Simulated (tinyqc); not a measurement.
Silicon n-p-n transistor, Gummel numbers and transit times: one step of the calculation.

One-dimensional n-p-n transistor in the forward active mode at low injection. In the base p(x) = NB exp(-eta x/wb) and ni(x)^2 = ni^2 exp((g0 + g1 x/wb)/Vt); electrons leave the base at vsat; band spikes at the emitter junction and recombination inside the emitter are ignored.

Question. Base Gummel number and transit time. f(x) = p(x) ni^2/ni(x)^2; I(x) = integral from x to wb of f/Dn, plus f(wb)/vsat; base Gummel number GB = I(0); electron density per unit flux n/(J/q) = I/f; base transit time tauB = integral of I/f over the base. Trapezoid rule on 9 equal steps.

Values chosen for this exercise; band and dielectric values close to those of silicon:
- T = 300 K (temperature)
- vsat = 1e7 cm/s (saturation velocity)
- wb = 55 nm (neutral base width)
- NB = 3.1e17 cm^-3 (base doping at the emitter edge)
- eta = 2.4 (doping falls as exp(-eta x/wb))
- g0 = 0 eV (gap reduction at the emitter edge of the base)
- g1 = 0 eV (further gap reduction across the base (linear))
- Dn = 11 cm^2/s (electron diffusion coefficient in the base)

Constants: q = 1.602176634e-19 C, kB = 1.380649e-23 J/K, Vt = kB T/q. Results are converted to the units shown.

Wanted: x; f; I; I/f; GB; tauB.

Answer.

```
point  x (nm)  f (cm^-3)  I (s/cm^4)  I/f (s/cm)
0        0.00   3.100e17    6.188e10    1.996e-7
1        6.11   2.374e17    4.668e10    1.966e-7
2       12.22   1.819e17    3.503e10    1.926e-7
3       18.33   1.393e17    2.611e10    1.874e-7
4       24.44   1.067e17    1.928e10    1.807e-7
5       30.56   8.172e16    1.404e10    1.719e-7
6       36.67   6.259e16    1.004e10    1.603e-7
7       42.78   4.794e16     6.965e9    1.453e-7
8       48.89   3.672e16     4.613e9    1.256e-7
9       55.00   2.812e16     2.812e9    1.000e-7
```

GB = 6.188e10 s/cm^4
tauB = 0.9230 ps

Range of the model: Heavy doping makes emitter or base degenerate; gE and g0 are to be read as apparent gap changes that include this.

Program tinyqc, `OMP_NUM_THREADS=1 python tinyqc.py 2320037 2320038 out.jsonl`; Intel Xeon 2.30GHz, shared host, one thread, about 0.01 s.
